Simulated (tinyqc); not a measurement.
Hubbard ring of 3 sites, step by step. One step of it, computed by the program tinyqc.

Question. Mean-field iteration 2. H(up) = T + U n(down), H(down) = T + U n(up); fill the lowest levels; n(new) = n + mixing (n(out) - n); E = tr T (rho up + rho down) + U sum n_up n_down of the output.

one-body matrix (hopping and site energies) (eV), lower triangle:
```
           1          2         3
1   0.930000
2  -0.520000  -0.580000
3  -0.520000  -0.520000  0.430000
```

U = 1.500000 eV

electrons, up and down: 2  1

mixing = 0.500000

n(up) after iteration 1: 1 0.449720, 2 0.826974, 3 0.723806

n(down) after iteration 1: 1 0.221975, 2 0.524189, 3 0.253336

Give: levels, up; levels, down; energy; n(up) after iteration 2; n(down) after iteration 2.

Answer.

levels, up (eV): -0.4007  1.0532  1.6268

levels, down (eV): 0.0904  1.6072  2.0831

energy = -0.3013 eV

n(up) after iteration 2: 1 0.3423, 2 0.9020, 3 0.7560

n(down) after iteration 2: 1 0.2007, 2 0.5744, 3 0.2247
